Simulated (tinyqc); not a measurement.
Q-state Potts model on a small periodic square lattice: enumeration, Metropolis, heat-bath and Wolff steps: one step, computed by the program tinyqc.

E = -J x (number of nearest-neighbour bonds with equal states); n x n sites with periodic edges have 2 n^2 bonds. Order parameter m = (q f - 1)/(q - 1), f being the largest share of one state. Sites are numbered row by row from 0. Here q = 3 and n = 3.

Question. Eight single-site steps. Site = floor(r1 n^2). Trial state = (old + 1 + floor(r2 (q - 1))) mod q; it is accepted if r3 < min(1, exp(K db)), db the change in equal bonds.

Inputs (values chosen for the exercise, for a model of domains or grain orientations): temperature T = 894 K.

Update: Metropolis.

start states:
```
   1  2  3
1  1  2  0
2  1  0  2
3  0  2  0
```

random numbers, one row a step:
```
        1       2       3
1  0.8768  0.9949  0.9317
2  0.6712  0.8154  0.1230
3  0.3646  0.3277  0.7055
4  0.7149  0.6713  0.4760
5  0.3010  0.5057  0.3300
6  0.6386  0.1986  0.8163
7  0.6216  0.5875  0.1178
8  0.6086  0.2577  0.4835
```

K = 0.8437289

Give: the table «Steps» with the columns old, trial, db, acceptance, new; states afterwards.

Answer.

Steps:
```
site  old  trial  db  acceptance  new
7       2      1  -1      0.4301    2
6       0      2   0      1.0000    2
3       1      2   1      1.0000    2
6       2      1  -1      0.4301    2
2       0      2   1      1.0000    2
5       2      0   0      1.0000    0
5       0      2   0      1.0000    2
5       2      0   0      1.0000    0
```

states afterwards:
```
   1  2  3
1  1  2  2
2  2  0  0
3  2  2  0
```
